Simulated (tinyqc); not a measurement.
Donor near an oxide interface in a gate field (two-state model): sweeps and comparisons. A value that a table varies takes the place of the one given here.

Interface at z = 0 (hard wall), donor at z = d, field F pulling electrons to the interface: potential e F z; 1 kV/cm = 1e-5 eV/angstrom, c = hbar^2/2m0, q = e^2/(4 pi eps0), Q = (eps - eo)/(eps + eo). Donor state: E_D = e F d - ED - q Q/(4 eps d), the last term joining the images of ion and electron. Interface state: z exp(-b z/2) exp(-rho^2/(2 L^2)) with E_z = c b^2/(4 mz) + 3 e F/b + q Q b/(8 eps), minimised over b; in the plane at z = 3/b the ion (distance D = d - 3/b) and its image (D' = d + 3/b) give E_rho = c/(mt L^2) - (q/eps)(sqrt(pi)/L)[erfcx(D/L) + Q erfcx(D'/L)], erfcx(x) = exp(x^2) erfc(x), minimised over L. E_I = E_z + E_rho.

The two states couple by t = t0 exp(-D/aD) with t0 = q/(eps aD) (2 aD/L) sqrt(aD b/2) v, v a valley factor; this form is an estimate. With detuning u = E_D - E_I the splitting is sqrt(u^2 + 4 t^2) and the lower state has weight (1 - u/sqrt(u^2 + 4 t^2))/2 on the donor.

Constants: hbar^2/2m0 = 3.80998211 eV angstrom^2; e^2/(4 pi eps0) = 14.39964547 eV angstrom.

Parameters, chosen for this exercise (near those of a donor in Si below SiO2, static dielectric constants; not measured data): d = 60 angstrom (depth of the donor); ED = 45.2 meV (bulk binding energy); mz = 0.922 m0 (mass across the interface); mt = 0.194 m0 (mass in the plane); eps = 11.4 (dielectric constant of the semiconductor); eo = 3.9 (dielectric constant of the oxide); aD = 19.7 angstrom (donor radius); v = 0.4 (valley factor); Fl = (112.873, 130.51, 137.564, 141.091, 144.619, 151.673, 169.31) kV/cm (fields); dl = (60, 80, 105, 135, 170, 215, 270) angstrom (depths).

## Sweeping the field

Both levels, the splitting, the donor weight and the mean depth w d + (1 - w) 3/b.

Results:
```
F (kV/cm)  E_D (meV)  E_I (meV)  splitting (meV)  donor weight  mean depth (angstrom)
112.873       19.944     28.640             11.6         0.874                   56.0
130.510       30.526     33.888             7.98         0.711                   50.4
137.564       34.758     35.891             7.17         0.579                   45.8
141.091       36.875     36.875             7.01         0.500                   43.0
144.619       38.991     37.848             7.03         0.419                   40.1
151.673       43.224     39.761             7.64         0.273                   34.8
169.310       53.806     44.378             11.5         0.089                   27.5
```

How do the results move?

E_D rises by 0.60 and E_I by 0.28 meV per kV/cm, so they cross once, near 141.1 kV/cm, where the splitting is 2t = 7.01 meV. The donor weight passes from 0.85 to 0.15 while the detuning goes from -2t to 2t, a window of 44 kV/cm or 31 % of the field; across the table the charge moves by 29 angstrom.

## Depth of the donor

Critical field, and the coupling, E_rho and L at that field.

Results:
```
d (angstrom)  critical field (kV/cm)  e F d/ED  t (meV)  E_rho (meV)  L (angstrom)
60                             141.1     1.873      3.5       -22.49            55
80                              95.4     1.688      1.2       -17.51            67
105                             67.3     1.564     0.32       -13.75            81
135                             49.4     1.476    0.067       -10.96            97
170                             37.5     1.411    0.011        -8.89           114
215                             28.5     1.356   0.0012        -7.17           135
270                             22.0     1.312  7.4e-05        -5.81           159
```

What does this show?

The critical field falls from 141 to 22 kV/cm, with exponent -1.24 in d, while t drops by a factor 4.7e+04, about e for each 20 angstrom at the end (aD = 19.7). One lattice plane (1.36 angstrom) of misplacement changes t by 7 % and the critical field by about 1.6 % at 105 angstrom.

## What each parameter does

Critical field (E_D = E_I), and t and L there. Each row changes one parameter from the base and keeps the others.

Results:
```
case                critical field (kV/cm)  t (meV)  L (angstrom)
base                                 141.1     3.50          54.6
d = 50 angstrom                      184.0     6.14          48.1
ED = 51.2 meV                        159.3     3.34          55.3
aD = 21.7 angstrom                   141.1     4.31          54.6
mz = 0.784 m0                        147.5     3.62          54.1
mt = 0.223 m0                        138.2     3.76          51.2
eo = 5.8                             136.2     3.38          55.9
eps = 12.1                           144.9     3.18          56.2
```

How do the results move?

The largest shifts from the base row, up to three for each result and ties (the steps differ in size, so this ranks the rows, not the parameters). critical field (kV/cm): d +42.9, ED +18.2, mz +6.4; unchanged at the printed digits by aD. t (meV): d +2.64, aD +0.809, eps -0.323. L (angstrom): d -6.5, mt -3.4, eps +1.6; unchanged at the printed digits by aD.

tinyqc: `OMP_NUM_THREADS=1 python tinyqc.py 1251131 1251132 out.jsonl`; about 0.09 s, one thread, shared Intel(R) Xeon(R) Processor @ 2.30GHz.
